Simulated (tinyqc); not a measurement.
From a target level to the width: type-II superlattice in the two-band Kane model. Two cases, with inputs chosen for the exercise.

Problem. Which width a puts the bottom of C1 at the energy below?

Motion along the axis, period d = a + b, c = hbar^2/2m0. Conduction and light-hole bands couple: (E - Ec)(E - Ev) = Ep c k^2 in each layer, with mass m(E) = (E - Ev)/Ep, which may be negative. The conduction envelope psi and psi'/m(E) are continuous; a layer carries them by [[cos kt, (m/k) sin kt], [-(k/m) sin kt, cos kt]] (cosh and sinh for k^2 < 0), and cos(q d) = tr(M_B M_A)/2. C1 is the first miniband above EvB, with its bottom at tr/2 = +1 and its top at -1; the gap is the bottom of C1 less the top heavy-hole level HH1.

Constants: hbar^2/2m0 = 3.80998211 eV angstrom^2.

Find: k in A; kappa in B; a.

Method. At q = 0 the state is even in both layers: (k/m_A) tan(k a/2) = (kappa/m_B) tanh(kappa b/2) with the masses at that energy; the first branch of the arctangent gives a.

Case 1.

Values chosen (near those of an InAs/GaSb superlattice; shifted at random, so the results belong to these values and not to a real crystal): b = 50 angstrom (layer B); EcA = 0 eV (conduction edge of A); EvA = -0.419 eV (valence edge of A); EcB = 0.981 eV (conduction edge of B); EvB = 0.161 eV (valence edge of B); EpA = 14.6 eV (coupling energy in A); EpB = 18.3 eV (coupling energy in B).

bottom of C1 = 0.423617 eV

Solution.

k in A = 0.08011 1/angstrom
kappa in B = 0.04582 1/angstrom
a = 27.0 angstrom

Case 2.

Values chosen (near those of an InAs/GaSb superlattice; shifted at random, so the results belong to these values and not to a real crystal): b = 27 angstrom (layer B); EcA = 0 eV (conduction edge of A); EvA = -0.42 eV (valence edge of A); EcB = 0.959 eV (conduction edge of B); EvB = 0.145 eV (valence edge of B); EpA = 14.4 eV (coupling energy in A); EpB = 18.2 eV (coupling energy in B).

bottom of C1 = 0.200732 eV

Solution.

k in A = 0.04766 1/angstrom
kappa in B = 0.02469 1/angstrom
a = 49.0 angstrom

Computed by tinyqc, one run a case: `OMP_NUM_THREADS=1 python tinyqc.py N N+1 out.jsonl` with N = 1250656, 1250684; one thread of a shared Intel(R) Xeon(R) Processor @ 2.30GHz, about 0.05 s a run at most.
